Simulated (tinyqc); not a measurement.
# Current crowding under a contact, resistor ladder against the transmission-line model: what changes with what

A metal contact of length d and width W on a thin layer of the same width. The metal has no resistance, the sheet resistance under it equals Rsh, and current enters the layer at the front edge x = 0.

Inputs (values chosen for the exercise): sheet resistance of the semiconductor layer Rsh = 720 ohm/sq; specific contact resistivity rc = 2e-9 ohm cm^2; contact length d = 0.005 um; contact width W = 0.18 um.

Each table varies one quantity; the others keep the values above.

## Effect of the sheet resistance

Transfer length Lt = sqrt(rc/Rsh); front resistance Rc = (Rsh Lt/W) coth(d/Lt); end resistance Re = (Rsh Lt/W)/sinh(d/Lt).

Effect of the sheet resistance:
```
Rsh (ohm/sq)   Lt (um)     d/Lt  Rc W (ohm um)  Re W (ohm um)
28             0.08452  0.05916          40.05          39.98
73             0.05234  0.09552          40.12          39.94
190            0.03244   0.1541          40.32          39.84
480            0.02041   0.2449          40.80          39.60
1200           0.01291   0.3873          41.98          39.02
3200          0.007906   0.6325          45.20          37.45
8100          0.004969    1.006          52.67          33.97
21000         0.003086    1.620          70.09          26.69
```

Rc W rises from 40.0 to 70.1 ohm um while Re W falls from 40.0 to 26.7 ohm um; for Rsh going to zero both tend to rc/d = 40.0 ohm um. A larger Rsh shortens Lt and crowds the current to the front edge. In 4 of the 8 rows Lt is below 20 nm, near the thickness of a real layer, where current spreads in depth and the line model fails.

## Effect of the contact resistivity

Same model as above.

Results:
```
rc (ohm cm^2)   Lt (um)     d/Lt  Rc W (ohm um)
5.2e-11        0.002687    1.861          2.031
1.2e-10        0.004082    1.225          3.495
2.6e-10        0.006009   0.8321          6.348
1.3e-9          0.01344   0.3721          27.19
2.9e-9          0.02007   0.2491          59.20
6.5e-9          0.03005   0.1664          131.2
1.5e-8          0.04564   0.1095          301.2
3.3e-8          0.06770  0.07385          661.2
7.3e-8           0.1007  0.04966           1461
```

Estimate the missing row, rc = 5.8e-10 ohm cm^2.

Computed row:
```
rc (ohm cm^2)   Lt (um)    d/Lt  Rc W (ohm um)
5.8e-10        0.008975  0.5571          12.78
```

With this row back in the table: Rc W rises from 2.03 to 1460 ohm um, as rc^(0.65) between the first two rows (d/Lt = 1.9) and rc^(1.00) between the last two (d/Lt = 0.050); a long contact gives the power 1/2 and a short one 1. In 5 of the 10 rows Lt is below 20 nm, near the thickness of a real layer, where current spreads in depth and the line model fails.

Program tinyqc, `OMP_NUM_THREADS=1 python tinyqc.py 2760113 2760114 out.jsonl`; Intel Xeon 2.30GHz, shared host, one thread, about 0.01 s.
